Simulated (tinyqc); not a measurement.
Ferroelectric with a first-order transition, Landau-Devonshire energy: two steps of the calculation.

One domain with free energy u = al P^2 + be P^4 + ga P^6 - E P, al = a0 (T - T0), be < 0 < ga (P in uC/cm^2, E in kV/cm, u in mJ/cm^3). Equilibrium: E = 2 al P + 4 be P^3 + 6 ga P^5; a state is stable against small changes where dE/dP > 0. The coercive field is that of uniform switching, which real films, switching by domains, do not reach.

Parameters, values chosen for the exercise: slope of the quadratic coefficient a0 = 0.016 kV cm/(uC K); Curie-Weiss temperature T0 = 350 K; quartic coefficient be = -0.0043 kV cm^5/uC^3; sixth-order coefficient ga = 9.5e-6 kV cm^9/uC^5; temperature T = 270 K.

Constants: eps0 = 8.8541878128e-14 F/cm where lengths are in cm. Results are converted to the units shown.

Question 1. Spontaneous polarisation, coercive field and susceptibility. Ps^2 = [-be + sqrt(be^2 - 3 al ga)]/(3 ga); Pc^2 = [-3 be + sqrt(9 be^2 - 15 al ga)]/(15 ga), Ec = -E(Pc); susceptibility chi = 1/(eps0 dE/dP).

Give: al; Ps; u(Ps) at E = 0; Pc; Ec; chi at Ps.

Answer 1.

al = -1.280 kV cm/uC
Ps = 20.27 uC/cm^2
u(Ps) at E = 0 = -592.9 mJ/cm^3
Pc = 14.89 uC/cm^2
Ec = 53.18 kV/cm
chi at Ps = 463.3

Question 2. Transition temperatures. TC = T0 + be^2/(4 a0 ga), where u(Ps) = u(0); T1 = T0 + be^2/(3 a0 ga), where the polar minimum disappears. At TC the polarisation jumps from sqrt(-be/(2 ga)) to zero, with latent heat TC a0 Ps^2.

Give: TC; T1; jump of P; latent heat.

Answer 2.

TC = 380.4 K
T1 = 390.5 K
jump of P = 15.04 uC/cm^2
latent heat = 1.377 J/cm^3

Thermal hysteresis can span T0 to T1, 40.5 K.

Numbers from tinyqc (`OMP_NUM_THREADS=1 python tinyqc.py 2860116 2860117 out.jsonl`; about 0.01 s on one thread of a shared Intel Xeon 2.30GHz).
